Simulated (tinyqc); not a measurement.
Cabrera-Mott growth of a thin oxide under its own electric field: one step, computed by the program tinyqc.

Electrons cross the film freely and set a fixed potential V across it; the field V/x lowers the barrier for ions entering the oxide.

Problem. Thickness after time t. u = u0 exp(-W/(k_B T)), X1 = z b V/(k_B T) with V in volts and k_B T in eV; dx/dt = u exp(X1/x). t(x) = int_(x0)^x dx / (dx/dt) by Gauss-Legendre quadrature (80 points on each side of (x0 + 2 x)/3), solved for x.

Inputs (values chosen for the exercise, for a model metal):

| quantity | value | unit |
|---|---|---|
| Mott potential V | 1.5 | V |
| temperature T | 250 | K |
| starting thickness x0 | 7.7 | angstrom |
| time t | 4300 | s |

Backward hops: ignored.

u = 1.108552e-11 angstrom/s

X1 = 292.4339 angstrom

Give: thickness x; rate at time t; field at time t.

Solution.

thickness x = 17.42 angstrom

rate at time t = 2.167e-04 angstrom/s

field at time t = 8.611 MV/cm

X1/x = 16.8: the field term still rules. Caution: the starting field or rate is formal: the first layers form as fast as oxygen arrives.
